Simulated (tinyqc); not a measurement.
Gamma, L and X subbands of a thin body with non-parabolic valleys, step by step. Values are carried at full precision from step to step, so a last printed digit may differ when a step is redone from the rounded ones.

Hard walls, flat band, c = hbar^2/2m0, energies from the bulk Gamma edge. For a valley at angle theta to the normal 1/m_z = cos^2/ml + sin^2/mt and m_d = sqrt(ml mt^2/m_z). Subband n starts at E_v + e with e (1 + a e) = c (n pi/t)^2/m_z, and its density-of-states mass is taken as m_d (1 + 2 a e), without further growth at higher in-plane energy. Groups are named by valley and degeneracy.

Constants: hbar^2/2m0 = 3.80998211 eV angstrom^2; kB = 8.617333262e-05 eV/K.

Parameters, chosen for this exercise (near those of a thin GaAs channel; the results hold for these values, not for the real material):
```
symbol  value           unit         meaning
face    100                          surface
mG      0.0672          m0           Gamma mass
aG      0.56            1/eV         Gamma non-parabolicity
EL      0.238           eV           L edge above Gamma
mL      (1.904, 0.073)  m0           L valleys (four, along <111>): ml, mt
EX      0.422           eV           X edge above Gamma
mX      (1.257, 0.231)  m0           X valleys (three, along <100>): ml, mt
aS      0.4             1/eV         non-parabolicity of L and X
t       68              angstrom     body thickness
Ns      3.6             x 1e12/cm^2  sheet density
T       300             K            temperature
eot     7               angstrom     equivalent oxide thickness
```

## Valley groups

List degeneracy, edge, m_z, m_d and a.

Groups:
```
group  g  E_v (eV)     m_z     m_d  a (1/eV)
G1     1     0.000  0.0672  0.0672      0.56
L4     4     0.238  0.1074  0.3073      0.40
X1     1     0.422  1.2570  0.2310      0.40
X2     2     0.422  0.2310  0.5389      0.40
```

## Subband edges

n = 1 to 8 for each group; list the ten lowest.

Subbands:
```
subband  g  E (eV)  DOS mass
G1 n=1   1  0.1138    0.0758
L4 n=1   4  0.3115    0.3254
G1 n=2   1  0.3962    0.0970
X1 n=1   1  0.4285    0.2322
X1 n=2   1  0.4476    0.2357
X2 n=1   2  0.4567    0.5538
X1 n=3   1  0.4789    0.2415
L4 n=2   4  0.5110    0.3744
X1 n=4   1  0.5215    0.2494
X2 n=2   2  0.5557    0.5965
```

The lowest subband is G1 n=1, 198 meV below L4 n=1; in the bulk the lowest valley is Gamma.

## Filling and quantum capacitance

n_i = g m/(2 pi c) kB T ln(1 + exp((EF - E_i)/kB T)), sum n_i = Ns (1e12/cm^2 = 1e-4/angstrom^2), c = hbar^2/2m0. Quantum capacitance Cq = 1602.176634 sum g m/(2 pi c) f_i in microfarad/cm^2 with f_i = 1/(1 + exp((E_i - EF)/kB T)); Cox = 34.5313/eot (one gate); C/Cox = Cq/(Cq + Cox), the centroid term left out.

Over the ten listed subbands, named by valley (G, L, X), degeneracy and number.

EF = 0.2160 eV

n_i in the order of the list (1e12/cm^2): 3.252  0.345  0.001  0.001  0.000  0.001  0.000  0.000  0.000  0.000

Cq = 7.11 microfarad/cm^2
Cox = 4.933 microfarad/cm^2
C/Cox = 0.590

EF lies 102 meV above the lowest edge; Gamma holds 90 % of the electrons. The low density of states costs 41 % of the gate capacitance.

## Checks

- Cq against the slope dNs/dEF by finite differences, microfarad/cm^2: both 7.11.

(tinyqc, `OMP_NUM_THREADS=1 python tinyqc.py 1252529 1252530 out.jsonl`, Intel(R) Xeon(R) Processor @ 2.30GHz, 1 thread, shared host, about 0.02 s.)
